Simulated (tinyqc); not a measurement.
Conductivities from two wire lengths.

Problem. A wire with uniform heating p0 per length and ends at the substrate temperature has theta(L/2) = (p0/g)[1 - 1/cosh(L/(2 LH))], LH = sqrt(kap A/g). Find LH, g and kap.

Parameters, values chosen for the exercise:
```
symbol,value,unit,meaning
A,660,nm^2,cross-section
p0,0.074,uW/nm,heating per length
```

theta at the middle for L = 1100 and 2200 nm (K): [47.082447, 101.25727]

Answer. With c = cosh(L1/(2 LH)) the longer wire has 2 c^2 - 1. The ratio of the two rises falls steadily from 4 to 1 as c grows, so it fixes c; g and kap follow.

LH = 574.5 nm
g = 0.5200 W/(m K)
kap = 260.0 W/(m K)

tinyqc, about 0.01 s, one thread, Intel Xeon 2.30GHz (shared host): `OMP_NUM_THREADS=1 python tinyqc.py 2520152 2520153 out.jsonl`
